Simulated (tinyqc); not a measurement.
# Gate voltage for a given inversion charge

Problem. p-type body, charge-sheet picture, depletion and inversion only, full ionisation (an idealisation for deep acceptors), Boltzmann statistics (rough once Na exp(x - xn) passes about Nc/7). In units of Vt: xg = (Vg - Vfb)/Vt, x = psi/Vt, G = gamma/sqrt(Vt), xn = (2 phiF + Vc)/Vt. The implicit equation is (xg - x)^2 = G^2 [x - 1 + exp(x - xn)] for x above about 3. Cox = eps0 eox/tox. ni = sqrt(Nc Nv) exp(-Eg/(2 Vt)), Eg in volts; phiF = Vt ln(Na/ni); gamma = sqrt(2 q eps0 eps_r Na)/Cox. N_inv = (Cox Vt G/q) [sqrt(x - 1 + exp(x - xn)) - sqrt(x - 1)]. Find x - xn, psi and Vg.

Values chosen for this exercise; band and dielectric values close to those of silicon:

| symbol | value | unit | meaning |
|---|---|---|---|
| T | 250 | K | temperature |
| Eg | 1.12 | eV | band gap |
| eps_r | 11.7 |  | relative permittivity |
| Nc | 2.15e19 | cm^-3 | conduction-band density of states at T |
| Nv | 2.02e19 | cm^-3 | valence-band density of states at T |
| eox | 3.9 |  | relative permittivity of the gate insulator (close to silicon dioxide) |
| tox | 4.4 | nm | insulator thickness |
| Na | 2.8e16 | cm^-3 | acceptor density |
| Vfb | -0.59 | V | flat-band voltage |
| Vc | 0.2 | V | channel-body voltage |

Constants: q = 1.602176634e-19 C, kB = 1.380649e-23 J/K, Vt = kB T/q, eps0 = 8.8541878128e-14 F/cm where lengths are in cm. Results are converted to the units shown.

N_inv = 3.3e11 cm^-2

Solution. N_inv rises steadily with x, so it fixes x; the implicit equation then gives xg directly.

x - xn = 4.212
psi = 1.126 V
Vg = 0.7323 V

Computed by the program tinyqc: `OMP_NUM_THREADS=1 python tinyqc.py 2122018 2122019 out.jsonl`, one thread of a shared Intel Xeon 2.30GHz, about 0.01 s for the whole run.
